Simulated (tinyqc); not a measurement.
p-type polysilicon, carrier trapping at grain boundaries: one step of the calculation.

One-dimensional grains of size Lg, uniform ionised doping N, monovalent traps Qt at each boundary at a depth Et below (for electrons) or above (for holes) the band edge there, abrupt depletion of width W on each side of a boundary, Boltzmann statistics. xi is the distance from the band edge at the grain centre to the Fermi level. Trapped charge Qt/(1 + exp((xi + VB - Et)/Vt)) = 2 N W, barrier VB = q N W^2/(2 eps0 eps_r).

Question. Resistivity and effective mobility. n0 = NB exp(-xi/Vt); mean density n0 (1 - 2 W/Lg) by charge balance in a partly depleted grain, and n0 (sqrt(pi)/2) erf(u)/u with u = sqrt(VB/Vt) in a fully depleted one; v = sqrt(kB T/(2 pi ms m0)); barrier resistivity Vt exp(VB/Vt)/(q fe n0 v Lg); grain resistivity (1 - 2 W/Lg)/(q n0 mug); effective mobility 1/(q mean density total resistivity).

Inputs (values chosen for the exercise); values of the order met in polycrystalline silicon: temperature T = 400 K; valence-band density of states at T NB = 4.08e19 cm^-3; grain size Lg = 69 nm; mass for thermionic emission ms = 0.42 m0; correction factor of the emission rate fe = 0.5; mobility inside the grains mug = 170 cm^2/(V s).

Constants: q = 1.602176634e-19 C, kB = 1.380649e-23 J/K, m0 = 9.1093837015e-31 kg, Vt = kB T/q. Results are converted to the units shown.

W = 34.5 nm
xi = 0.28574661 V
VB = 0.13806235 V

Find: n0; mean density; v; barrier resistivity; grain resistivity; resistivity; effective mobility.

Answer.

n0 = 1.0243e16 cm^-3
mean density = 4.5145e15 cm^-3
v = 4.7931e6 cm/s
barrier resistivity = 69.725 ohm cm
grain resistivity = 0.0000 ohm cm
resistivity = 69.725 ohm cm
effective mobility = 19.829 cm^2/(V s)

The resistivity is 285 times that of a single crystal with the same N and mobility mug, and the mean density is 3.01 % of N.

Numbers from tinyqc (`OMP_NUM_THREADS=1 python tinyqc.py 2830092 2830093 out.jsonl`; about 0.01 s on one thread of a shared Intel Xeon 2.30GHz).
